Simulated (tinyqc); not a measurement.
## Transfer length from front and end resistance

Question. A contact of length d and width W has Rc = (Rsh Lt/W) coth(d/Lt) and Re = (Rsh Lt/W)/sinh(d/Lt), with Rsh the sheet resistance under the metal and Lt = sqrt(rc/Rsh). Find Lt, Rsh and rc.

Values chosen for this exercise:
```
symbol,value,unit,meaning
d,3.3,um,contact length
W,240,um,contact width
```

Rc = 1.1216267 ohm
Re = 0.97399769 ohm

Answer. Rc/Re = cosh(d/Lt) gives Lt, and Re then gives Rsh.

Lt = 6.07 um
Rsh = 22.0 ohm/sq
rc = 8.10e-6 ohm cm^2

tinyqc, about 0.01 s, one thread, Intel Xeon 2.30GHz (shared host): `OMP_NUM_THREADS=1 python tinyqc.py 2760128 2760129 out.jsonl`
